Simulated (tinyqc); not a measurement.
Worked calculation (part 3 of 4): UHF in the sto-6g basis, for BeH+, spin multiplicity 1. This run ends on a higher stationary point, not on the lowest solution. Computed by tinyqc, a small Python program that keeps every step (integrals from PySCF). Command: `OMP_NUM_THREADS=1 python tinyqc.py 22971 22972 out.jsonl` (the two numbers bound the seeds that draw the settings). One thread of a shared host (Intel(R) Xeon(R) Processor @ 2.60GHz), about 0.2 s of CPU time with the checks.

Geometry (angstrom):
```
atom         x         y         z
Be    0.000000  0.000000  0.000000
H     0.000000  0.000000  2.615000
```

## Iteration 4: building the Fock matrix

D(alpha) after iteration 3:
```
            1Be 1s     1Be 2s    1Be 2px    1Be 2py    1Be 2pz      2H 1s
1Be 1s    1.016410  -0.077334  -0.014990  -0.010127  -0.073121  -0.085391
1Be 2s   -0.077334   0.350874   0.055062   0.037201   0.255638   0.310162
1Be 2px  -0.014990   0.055062   0.009554   0.006455   0.045501   0.051922
1Be 2py  -0.010127   0.037201   0.006455   0.004361   0.030741   0.035079
1Be 2pz  -0.073121   0.255638   0.045501   0.030741   0.218155   0.245663
2H 1s    -0.085391   0.310162   0.051922   0.035079   0.245663   0.298062
```

D(beta) after iteration 3:
```
            1Be 1s     1Be 2s    1Be 2px    1Be 2py    1Be 2pz      2H 1s
1Be 1s    1.016410  -0.077334   0.014990   0.010127  -0.073121  -0.085391
1Be 2s   -0.077334   0.350874  -0.055062  -0.037201   0.255638   0.310162
1Be 2px   0.014990  -0.055062   0.009554   0.006455  -0.045501  -0.051922
1Be 2py   0.010127  -0.037201   0.006455   0.004361  -0.030741  -0.035079
1Be 2pz  -0.073121   0.255638  -0.045501  -0.030741   0.218155   0.245663
2H 1s    -0.085391   0.310162  -0.051922  -0.035079   0.245663   0.298062
```

core Hamiltonian H = T + V (hartree):
```
            1Be 1s     1Be 2s    1Be 2px    1Be 2py    1Be 2pz      2H 1s
1Be 1s   -8.148400  -1.909670   0.000000   0.000000  -0.004978  -0.030015
1Be 2s   -1.909670  -2.282087   0.000000   0.000000  -0.050973  -0.203069
1Be 2px   0.000000   0.000000  -1.831696   0.000000   0.000000   0.000000
1Be 2py   0.000000   0.000000   0.000000  -1.831696   0.000000   0.000000
1Be 2pz  -0.004978  -0.050973   0.000000   0.000000  -1.859133  -0.272878
2H 1s    -0.030015  -0.203069   0.000000   0.000000  -0.272878  -1.280460
```

Two-electron integrals (ij|kl) in chemists' order, unique and non-zero (hartree):
```
(11|11) 2.299996   (21|11) 0.361879   (21|21) 0.071926   (22|11) 0.570332
(22|21) 0.139654   (22|22) 0.417773   (31|31) 0.015252   (32|31) 0.022555
(32|32) 0.092340   (33|11) 0.570332   (33|21) 0.139654   (33|22) 0.417773
(33|33) 0.450117   (41|41) 0.015252   (42|41) 0.022555   (42|42) 0.092340
(43|43) 0.024258   (44|11) 0.570332   (44|21) 0.139654   (44|22) 0.417773
(44|33) 0.401601   (44|44) 0.450117   (51|51) 0.015252   (52|51) 0.022555
(52|52) 0.092340   (53|53) 0.024258   (54|54) 0.024258   (55|11) 0.570332
(55|21) 0.139654   (55|22) 0.417773   (55|33) 0.401601   (55|44) 0.401601
(55|55) 0.450117   (61|11) 0.005617   (61|21) 0.001093   (61|22) 0.002145
(61|33) 0.002128   (61|44) 0.002128   (61|51) 0.000108   (61|52) 0.000221
(61|55) 0.002180   (61|61) 0.000018   (62|11) 0.033584   (62|21) 0.008474
(62|22) 0.030541   (62|33) 0.029311   (62|44) 0.029311   (62|51) 0.001026
(62|52) 0.007919   (62|55) 0.033001   (62|61) 0.000145   (62|62) 0.005112
(63|31) 0.000482   (63|32) 0.002763   (63|53) 0.001054   (63|63) 0.000260
(64|41) 0.000482   (64|42) 0.002763   (64|54) 0.001054   (64|64) 0.000260
(65|11) 0.044295   (65|21) 0.011243   (65|22) 0.041656   (65|33) 0.039565
(65|44) 0.039565   (65|51) 0.001612   (65|52) 0.012283   (65|55) 0.045836
(65|61) 0.000196   (65|62) 0.007683   (65|65) 0.011641   (66|11) 0.202354
(66|21) 0.051551   (66|22) 0.201642   (66|33) 0.192918   (66|44) 0.192918
(66|51) 0.004974   (66|52) 0.050179   (66|55) 0.219089   (66|61) 0.000871
(66|62) 0.050845   (66|65) 0.079144   (66|66) 0.774999
```

nuclear repulsion = 0.80944889 hartree

J_ij = sum D_kl (ij|kl) with D = D(alpha) + D(beta), K_ij = sum D_kl (ik|jl) for each spin; F = H + J - K(s); E = tr D H + tr D J / 2 - 0.5 sum_s tr D(s) K(s) + E_nn.

Coulomb J (hartree):
```
           1Be 1s    1Be 2s   1Be 2px   1Be 2py   1Be 2pz     2H 1s
1Be 1s   5.432381  0.928126  0.000000  0.000000  0.024388  0.014677
1Be 2s   0.928126  1.801553  0.000000  0.000000  0.139558  0.154246
1Be 2px  0.000000  0.000000  1.786201  0.000626  0.000000  0.000000
1Be 2py  0.000000  0.000000  0.000626  1.785697  0.000000  0.000000
1Be 2pz  0.024388  0.139558  0.000000  0.000000  1.832766  0.217070
2H 1s    0.014677  0.154246  0.000000  0.000000  0.217070  1.290269
```

exchange K(alpha) (hartree):
```
            1Be 1s    1Be 2s   1Be 2px   1Be 2py    1Be 2pz     2H 1s
1Be 1s    2.310321  0.373067  0.000289  0.000196  -0.000598  0.006532
1Be 2s    0.373067  0.242434  0.027322  0.018459   0.146287  0.114641
1Be 2px   0.000289  0.027322  0.056338  0.002749   0.021486  0.013605
1Be 2py   0.000196  0.018459  0.002749  0.054127   0.014516  0.009192
1Be 2pz  -0.000598  0.146287  0.021486  0.014516   0.176280  0.121883
2H 1s     0.006532  0.114641  0.013605  0.009192   0.121883  0.309506
```

exchange K(beta) (hartree):
```
            1Be 1s     1Be 2s    1Be 2px    1Be 2py    1Be 2pz      2H 1s
1Be 1s    2.310321   0.373067  -0.000289  -0.000196  -0.000598   0.006532
1Be 2s    0.373067   0.242434  -0.027322  -0.018459   0.146287   0.114641
1Be 2px  -0.000289  -0.027322   0.056338   0.002749  -0.021486  -0.013605
1Be 2py  -0.000196  -0.018459   0.002749   0.054127  -0.014516  -0.009192
1Be 2pz  -0.000598   0.146287  -0.021486  -0.014516   0.176280   0.121883
2H 1s     0.006532   0.114641  -0.013605  -0.009192   0.121883   0.309506
```

F(alpha) (hartree):
```
            1Be 1s     1Be 2s    1Be 2px    1Be 2py    1Be 2pz      2H 1s
1Be 1s   -5.026341  -1.354611  -0.000289  -0.000196   0.020008  -0.021871
1Be 2s   -1.354611  -0.722968  -0.027322  -0.018459  -0.057702  -0.163464
1Be 2px  -0.000289  -0.027322  -0.101833  -0.002123  -0.021486  -0.013605
1Be 2py  -0.000196  -0.018459  -0.002123  -0.100126  -0.014516  -0.009192
1Be 2pz   0.020008  -0.057702  -0.021486  -0.014516  -0.202647  -0.177691
2H 1s    -0.021871  -0.163464  -0.013605  -0.009192  -0.177691  -0.299697
```

F(beta) (hartree):
```
            1Be 1s     1Be 2s    1Be 2px    1Be 2py    1Be 2pz      2H 1s
1Be 1s   -5.026341  -1.354611   0.000289   0.000196   0.020008  -0.021871
1Be 2s   -1.354611  -0.722968   0.027322   0.018459  -0.057702  -0.163464
1Be 2px   0.000289   0.027322  -0.101833  -0.002123   0.021486   0.013605
1Be 2py   0.000196   0.018459  -0.002123  -0.100126   0.014516   0.009192
1Be 2pz   0.020008  -0.057702   0.021486   0.014516  -0.202647  -0.177691
2H 1s    -0.021871  -0.163464   0.013605   0.009192  -0.177691  -0.299697
```

total energy of this density = -14.58562357 hartree

This density is a damped mixture and is not idempotent.

## Iteration 4: DIIS over 4 matrices

error matrix X^T (FDS - SDF) X (alpha):
```
          1          2          3          4          5          6
1  0.000000  -0.007027  -0.001495  -0.003237  -0.018943  -0.000795
2  0.007027   0.000000   0.002303   0.004988   0.027108   0.021710
3  0.001495  -0.002303   0.000000   0.000000   0.000369   0.001809
4  0.003237  -0.004988   0.000000   0.000000   0.000799   0.003919
5  0.018943  -0.027108  -0.000369  -0.000799   0.000000   0.024549
6  0.000795  -0.021710  -0.001809  -0.003919  -0.024549   0.000000
```

B (overlaps of the stored error matrices):
```
               1              2              3              4
1  1.0460914e-01  1.7776812e-02  1.7812108e-02  2.1050537e-02
2  1.7776812e-02  1.4729017e-02  9.5304950e-03  6.4697832e-03
3  1.7812108e-02  9.5304950e-03  9.2841597e-03  8.4627694e-03
4  2.1050537e-02  6.4697832e-03  8.4627694e-03  9.1200710e-03
```

Minimise |sum c_i e_i|^2 with sum c_i = 1: solve [B -1; -1 0][c; lambda] = [0; -1] with B_ij = tr e_i^T e_j summed over both spins, and take F = sum c_i F_i.

DIIS coefficients: -0.322404  1.850748  -4.771764  4.243420

extrapolated F(alpha) (hartree):
```
            1Be 1s     1Be 2s    1Be 2px    1Be 2py    1Be 2pz      2H 1s
1Be 1s   -5.041047  -1.347639  -0.000555  -0.000375   0.018833  -0.020115
1Be 2s   -1.347639  -0.836939  -0.032754  -0.022129  -0.052833  -0.188753
1Be 2px  -0.000555  -0.032754  -0.122086  -0.000406   0.002546  -0.008646
1Be 2py  -0.000375  -0.022129  -0.000406  -0.121759   0.001720  -0.005841
1Be 2pz   0.018833  -0.052833   0.002546   0.001720  -0.098430  -0.139281
2H 1s    -0.020115  -0.188753  -0.008646  -0.005841  -0.139281  -0.306833
```

extrapolated F(beta) (hartree):
```
            1Be 1s     1Be 2s    1Be 2px    1Be 2py    1Be 2pz      2H 1s
1Be 1s   -5.041047  -1.347639   0.000555   0.000375   0.018833  -0.020115
1Be 2s   -1.347639  -0.836939   0.032754   0.022129  -0.052833  -0.188753
1Be 2px   0.000555   0.032754  -0.122086  -0.000406  -0.002546   0.008646
1Be 2py   0.000375   0.022129  -0.000406  -0.121759  -0.001720   0.005841
1Be 2pz   0.018833  -0.052833  -0.002546  -0.001720  -0.098430  -0.139281
2H 1s    -0.020115  -0.188753   0.008646   0.005841  -0.139281  -0.306833
```

## Iteration 4: diagonalisation and new density

X:
```
                 1          2          3         4          5         6
1Be 1s   -0.718432   0.390972   0.000000  0.000000  -0.340681  0.533853
1Be 2s    0.805945  -0.203789   0.000000  0.000000  -0.190638  0.596266
1Be 2px   0.000000   0.000000  -0.160941  0.986964   0.000000  0.000000
1Be 2py   0.000000   0.000000   0.986964  0.160941   0.000000  0.000000
1Be 2pz   0.229118   0.729509   0.000000  0.000000   0.639849  0.174863
2H 1s    -0.421227  -0.659942   0.000000  0.000000   0.564335  0.325442
```

overlap S:
```
           1Be 1s    1Be 2s   1Be 2px   1Be 2py   1Be 2pz     2H 1s
1Be 1s   1.000000  0.254764  0.000000  0.000000  0.000000  0.003965
1Be 2s   0.254764  1.000000  0.000000  0.000000  0.000000  0.107858
1Be 2px  0.000000  0.000000  1.000000  0.000000  0.000000  0.000000
1Be 2py  0.000000  0.000000  0.000000  1.000000  0.000000  0.000000
1Be 2pz  0.000000  0.000000  0.000000  0.000000  1.000000  0.154190
2H 1s    0.003965  0.107858  0.000000  0.000000  0.154190  1.000000
```

Diagonalise F' = X^T F X, C = X C', fill 2 alpha and 2 beta electrons from the bottom; D(s) = C_occ C_occ^T; the new density keeps 0.3 of the old one (damping). Each column has its largest component positive (the first on a tie).

F' = X^T F X (alpha) (hartree):
```
           1          2          3          4          5          6
1  -1.527383   0.934774  -0.011015  -0.023857  -0.972551   1.559090
2   0.934774  -0.656424   0.007093   0.015362   0.718887  -1.002834
3  -0.011015   0.007093  -0.121639  -0.000333   0.001610  -0.011228
4  -0.023857   0.015362  -0.000333  -0.122206   0.003488  -0.024319
5  -0.972551   0.718887   0.001610   0.003488  -0.976123   1.244044
6   1.559090  -1.002834  -0.011228  -0.024319   1.244044  -2.731313
```

orbital energies (alpha) (hartree): MO1 -5.042062, MO2 -0.584475, MO3 -0.239642, MO4 -0.121485, MO5 -0.117624, MO6 -0.029800

coefficients C (alpha):
```
               MO1        MO2        MO3        MO4        MO5        MO6
1Be 1s    0.996081  -0.235574   0.143861   0.000000   0.038116  -0.015612
1Be 2s    0.014957   0.871962  -0.543351   0.000000  -0.144589   0.079225
1Be 2px   0.000213   0.068364  -0.101359  -0.559822   0.818265   0.045758
1Be 2py   0.000144   0.046188  -0.068479   0.828613   0.552832   0.030914
1Be 2pz  -0.003555   0.144700   0.341720   0.000000  -0.022409   0.941508
2H 1s    -0.000616   0.408435   0.774887   0.000000   0.090479  -0.511750
```

F' = X^T F X (beta) (hartree):
```
           1          2          3          4          5          6
1  -1.527383   0.934774   0.011015   0.023857  -0.972551   1.559090
2   0.934774  -0.656424  -0.007093  -0.015362   0.718887  -1.002834
3   0.011015  -0.007093  -0.121639  -0.000333  -0.001610   0.011228
4   0.023857  -0.015362  -0.000333  -0.122206  -0.003488   0.024319
5  -0.972551   0.718887  -0.001610  -0.003488  -0.976123   1.244044
6   1.559090  -1.002834   0.011228   0.024319   1.244044  -2.731313
```

orbital energies (beta) (hartree): MO1 -5.042062, MO2 -0.584475, MO3 -0.239642, MO4 -0.121485, MO5 -0.117624, MO6 -0.029800

coefficients C (beta):
```
               MO1        MO2        MO3        MO4        MO5        MO6
1Be 1s    0.996081  -0.235574   0.143861   0.000000  -0.038116  -0.015612
1Be 2s    0.014957   0.871962  -0.543351   0.000000   0.144589   0.079225
1Be 2px  -0.000213  -0.068364   0.101359  -0.559822   0.818265  -0.045758
1Be 2py  -0.000144  -0.046188   0.068479   0.828613   0.552832  -0.030914
1Be 2pz  -0.003555   0.144700   0.341720   0.000000   0.022409   0.941508
2H 1s    -0.000616   0.408435   0.774887   0.000000  -0.090479  -0.511750
```

D(alpha) after iteration 4:
```
            1Be 1s     1Be 2s    1Be 2px    1Be 2py    1Be 2pz      2H 1s
1Be 1s    1.038294  -0.156559  -0.015622  -0.010554  -0.048277  -0.093399
1Be 2s   -0.156559   0.637641   0.058248   0.039353   0.164975   0.342340
1Be 2px  -0.015622   0.058248   0.006138   0.004147   0.020574   0.035122
1Be 2py  -0.010554   0.039353   0.004147   0.002802   0.013900   0.023729
1Be 2pz  -0.048277   0.164975   0.020574   0.013900   0.080112   0.115071
2H 1s    -0.093399   0.342340   0.035122   0.023729   0.115071   0.206192
```

D(beta) after iteration 4:
```
            1Be 1s     1Be 2s    1Be 2px    1Be 2py    1Be 2pz      2H 1s
1Be 1s    1.038294  -0.156559   0.015622   0.010554  -0.048277  -0.093399
1Be 2s   -0.156559   0.637641  -0.058248  -0.039353   0.164975   0.342340
1Be 2px   0.015622  -0.058248   0.006138   0.004147  -0.020574  -0.035122
1Be 2py   0.010554  -0.039353   0.004147   0.002802  -0.013900  -0.023729
1Be 2pz  -0.048277   0.164975  -0.020574  -0.013900   0.080112   0.115071
2H 1s    -0.093399   0.342340  -0.035122  -0.023729   0.115071   0.206192
```

## Iteration 21 (converged): orbitals

converged F(alpha) (hartree):
```
            1Be 1s     1Be 2s    1Be 2px    1Be 2py    1Be 2pz      2H 1s
1Be 1s   -4.984067  -1.337525   0.000000   0.000000   0.010196  -0.020191
1Be 2s   -1.337525  -0.785151   0.000000   0.000000  -0.048854  -0.178476
1Be 2px   0.000000   0.000000  -0.087470   0.000000   0.000000   0.000000
1Be 2py   0.000000   0.000000   0.000000  -0.087470   0.000000   0.000000
1Be 2pz   0.010196  -0.048854   0.000000   0.000000  -0.120704  -0.143728
2H 1s    -0.020191  -0.178476   0.000000   0.000000  -0.143728  -0.345400
```

converged F(beta) (hartree):
```
            1Be 1s     1Be 2s    1Be 2px    1Be 2py    1Be 2pz      2H 1s
1Be 1s   -4.984067  -1.337525   0.000000   0.000000   0.010196  -0.020191
1Be 2s   -1.337525  -0.785151   0.000000   0.000000  -0.048854  -0.178476
1Be 2px   0.000000   0.000000  -0.087470   0.000000   0.000000   0.000000
1Be 2py   0.000000   0.000000   0.000000  -0.087470   0.000000   0.000000
1Be 2pz   0.010196  -0.048854   0.000000   0.000000  -0.120704  -0.143728
2H 1s    -0.020191  -0.178476   0.000000   0.000000  -0.143728  -0.345400
```

Diagonalise F' = X^T F X, C = X C', fill 2 alpha and 2 beta electrons from the bottom; D(s) = C_occ C_occ^T. Each column has its largest component positive (the first on a tie).

F' = X^T F X (alpha) (hartree):
```
           1          2          3          4          5          6
1  -1.485911   0.903825   0.000000   0.000000  -0.949386   1.567815
2   0.903825  -0.674850   0.000000   0.000000   0.716262  -0.998152
3   0.000000   0.000000  -0.087470   0.000000   0.000000   0.000000
4   0.000000   0.000000   0.000000  -0.087470   0.000000   0.000000
5  -0.949386   0.716262   0.000000   0.000000  -0.990314   1.215526
6   1.567815  -0.998152   0.000000   0.000000   1.215526  -2.692315
```

orbital energies (alpha) (hartree): MO1 -4.985173, MO2 -0.545437, MO3 -0.257643, MO4 -0.087470, MO5 -0.087470, MO6 -0.055137

coefficients C (alpha):
```
               MO1        MO2        MO3       MO4        MO5        MO6
1Be 1s    0.995792  -0.217721   0.175088  0.000000   0.000000  -0.020160
1Be 2s    0.016056   0.800057  -0.659189  0.000000   0.000000   0.089861
1Be 2px   0.000000   0.000000   0.000000  0.828612  -0.559823   0.000000
1Be 2py   0.000000   0.000000   0.000000  0.559823   0.828612   0.000000
1Be 2pz  -0.001809   0.168738   0.306513  0.000000   0.000000   0.949861
2H 1s    -0.000909   0.509205   0.730397  0.000000   0.000000  -0.494543
```

F' = X^T F X (beta) (hartree):
```
           1          2          3          4          5          6
1  -1.485911   0.903825   0.000000   0.000000  -0.949386   1.567815
2   0.903825  -0.674850   0.000000   0.000000   0.716262  -0.998152
3   0.000000   0.000000  -0.087470   0.000000   0.000000   0.000000
4   0.000000   0.000000   0.000000  -0.087470   0.000000   0.000000
5  -0.949386   0.716262   0.000000   0.000000  -0.990314   1.215526
6   1.567815  -0.998152   0.000000   0.000000   1.215526  -2.692315
```

orbital energies (beta) (hartree): MO1 -4.985173, MO2 -0.545437, MO3 -0.257643, MO4 -0.087470, MO5 -0.087470, MO6 -0.055137

coefficients C (beta):
```
               MO1        MO2        MO3       MO4        MO5        MO6
1Be 1s    0.995792  -0.217721   0.175088  0.000000   0.000000  -0.020160
1Be 2s    0.016056   0.800057  -0.659189  0.000000   0.000000   0.089861
1Be 2px   0.000000   0.000000   0.000000  0.828612  -0.559823   0.000000
1Be 2py   0.000000   0.000000   0.000000  0.559823   0.828612   0.000000
1Be 2pz  -0.001809   0.168738   0.306513  0.000000   0.000000   0.949861
2H 1s    -0.000909   0.509205   0.730397  0.000000   0.000000  -0.494543
```

D(alpha) after iteration 21:
```
            1Be 1s     1Be 2s   1Be 2px   1Be 2py    1Be 2pz      2H 1s
1Be 1s    1.039004  -0.158201  0.000000  0.000000  -0.038539  -0.111769
1Be 2s   -0.158201   0.640349  0.000000  0.000000   0.134971   0.407379
1Be 2px   0.000000   0.000000  0.000000  0.000000   0.000000   0.000000
1Be 2py   0.000000   0.000000  0.000000  0.000000   0.000000   0.000000
1Be 2pz  -0.038539   0.134971  0.000000  0.000000   0.028476   0.085924
2H 1s    -0.111769   0.407379  0.000000  0.000000   0.085924   0.259291
```

D(beta) after iteration 21:
```
            1Be 1s     1Be 2s   1Be 2px   1Be 2py    1Be 2pz      2H 1s
1Be 1s    1.039004  -0.158201  0.000000  0.000000  -0.038539  -0.111769
1Be 2s   -0.158201   0.640349  0.000000  0.000000   0.134971   0.407379
1Be 2px   0.000000   0.000000  0.000000  0.000000   0.000000   0.000000
1Be 2py   0.000000   0.000000  0.000000  0.000000   0.000000   0.000000
1Be 2pz  -0.038539   0.134971  0.000000  0.000000   0.028476   0.085924
2H 1s    -0.111769   0.407379  0.000000  0.000000   0.085924   0.259291
```

Within a degenerate level the vectors are fixed only up to a rotation; this is one choice.
